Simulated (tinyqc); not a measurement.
Insulator thickness and V0 from two charges.

Inverse problem. In an undoped wire Vg - V0 = Q/Cox + Vt ln(Q/Q0) + Vt ln(1 + Q/Q0) at the source, with Q0 = 4 eps0 eps_r Vt/R and Cox = eps0 eox/(R ln(1 + tox/R)). Find Cox, tox and V0.

Inputs (values chosen for the exercise); material values close to those of silicon: temperature T = 300 K; relative permittivity of the semiconductor eps_r = 11.8; relative permittivity of the gate insulator eox = 7.62; wire radius R = 8 nm.

Constants: q = 1.602176634e-19 C, kB = 1.380649e-23 J/K, Vt = kB T/q, eps0 = 8.8541878128e-14 F/cm where lengths are in cm. Results are converted to the units shown.

Qs at Vg = 0.85 and 1.25 V (nC/cm^2): 943.77205  2655.0121

Answer. The two equations are linear in 1/Cox and V0; tox follows by inverting the logarithm.

Cox = 4.908 uF/cm^2
tox = 1.500 nm
V0 = 0.5537 V

Numbers from tinyqc (`OMP_NUM_THREADS=1 python tinyqc.py 2460127 2460128 out.jsonl`; about 0.04 s on one thread of a shared Intel Xeon 2.30GHz).
